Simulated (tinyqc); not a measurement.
Inside a calculation. Method: plane-wave Kohn-Sham cycle with exchange-only LDA in a layered model solid. One step of it, computed by the program tinyqc.

Problem. Iteration 1: Hamiltonian at one k. H(m,m') = (k + G_m)^2/2 delta + V(G_m - G_m'), with V(-G) = V(G).

A solid whose potential varies along x alone (atomic units):
```
parameter                      value
period a                   11.900000
cross-section of the cell  39.000000
electrons per cell                 2
grid points                       16
plane waves -n..n, n               2
k points                           3
V1 in V1 cos(2 pi x/a)     -0.590000
```

V(G_m), m = 0, 1, 2, ... (hartree): -0.160249  -0.295000  0.000000  0.000000  0.000000

k = 0.000000 2 pi / a

Give: H.

Solution.

H (hartree), lower triangle:
```
        -2      -1      +0      +1     +2
-2   0.397
-1  -0.295  -0.021
+0   0.000  -0.295  -0.160
+1   0.000   0.000  -0.295  -0.021
+2   0.000   0.000   0.000  -0.295  0.397
```
